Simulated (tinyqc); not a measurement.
# Worked calculation: undoped gate-all-around wire MOSFET, analytic charge model

Numbers from tinyqc (`OMP_NUM_THREADS=1 python tinyqc.py 2460066 2460067 out.jsonl`; about 0.02 s on one thread of a shared Intel Xeon 2.30GHz). Printed values are rounded.

An undoped round wire of radius R under an insulator shell and a surrounding gate; long channel, electrons only, n = ni exp((psi - V)/Vt) with V the quasi-Fermi potential (0 at the source, Vd at the drain), constant mobility, no quantisation. The radial Poisson equation gives n(r) = n(0)/(1 - (1 - b) r^2/R^2)^2 with b = Q0/(Q + Q0). Q is the electron charge per area of the wire surface.

Parameters, values chosen for the exercise; material values close to those of silicon:
- T = 273 K (temperature)
- Eg = 1.14 eV (band gap)
- eps_r = 11.9 (relative permittivity of the semiconductor)
- Nc = 2.44e19 cm^-3 (conduction-band density of states at T)
- Nv = 2.34e19 cm^-3 (valence-band density of states at T)
- eox = 21.2 (relative permittivity of the gate insulator)
- tox = 12 nm (insulator thickness)
- R = 20 nm (wire radius)
- dphi = -0.19 V (gate work function less that of the intrinsic body)
- mu = 120 cm^2/(V s) (channel mobility)
- L = 1 um (gate length)
- Vg = 0.2 V (gate voltage)
- Vd = 0.05 V (drain voltage)

Constants: q = 1.602176634e-19 C, kB = 1.380649e-23 J/K, Vt = kB T/q, eps0 = 8.8541878128e-14 F/cm where lengths are in cm. Results are converted to the units shown.

## Constants of the wire

ni = sqrt(Nc Nv) exp(-Eg/(2 Vt)), Eg in volts; Cox = eps0 eox/(R ln(1 + tox/R)); Q0 = 4 eps0 eps_r Vt/R; V0 = dphi + Vt ln[8 eps0 eps_r Vt/(q ni R^2)].

ni = 7.17281e8 cm^-3
Cox = 1.99689 uF/cm^2
Q0 = 49.5748 nC/cm^2
V0 = 0.277742 V

## Iteration 1: charge at the source by Newton steps in y = ln(Q/Q0)

y at the start = 1

With V = 0 and Q = Q0 exp(y): f = Q/Cox + Vt y + Vt ln(1 + Q/Q0) - (Vg - V0); df/dy = Q/Cox + Vt (1 + Q/(Q + Q0)); y(new) = y - f/(df/dy).

Q = 134.758 nC/cm^2
f = 0.199647 V
df/dy = 0.108208 V
y after iteration 1 = -0.845028

## Iteration 2: charge at the source by Newton steps in y = ln(Q/Q0)

As before.

Q = 21.2946 nC/cm^2
f = 0.0769335 V
df/dy = 0.0412580 V
y after iteration 2 = -2.70972

## Course of the iteration: charge at the source by Newton steps in y = ln(Q/Q0)

Stop when y changes by less than 1e-11, or after 60 iterations.

Course of the iteration:
```
iteration	y	|change|
1	-0.845028	1.85
2	-2.70972	1.86
3	-3.35385	0.644
4	-3.37440	0.0205
5	-3.37442	1.36e-5
6	-3.37442	5.92e-12
```

Converged in 6 iterations. At the end the number of correct digits about doubles with each step.

## Drain current and line charge

Qs = 1.69735 nC/cm^2
Qd = 0.215364 nC/cm^2

Q solves Vg - V0 - V = Q/Cox + Vt ln(Q/Q0) + Vt ln(1 + Q/Q0). I = mu (2 pi R/L)[2 Vt (Qs - Qd) + (Qs^2 - Qd^2)/(2 Cox) + Vt Q0 ln((Qd + Q0)/(Qs + Q0))], with Qs at V = 0 and Qd at V = Vd. Electrons per length at the source: 2 pi R Qs/q; surface over centre density: (1 + Qs/Q0)^2.

first term = 0.00105148 uA
second term = 1.07029e-5 uA
third term = -5.15825e-4 uA
I = 5.46355e-4 uA
electrons per length = 0.0133128 1/nm
surface over centre density = 1.06965

The square-law term makes up 1.96 % of the current.
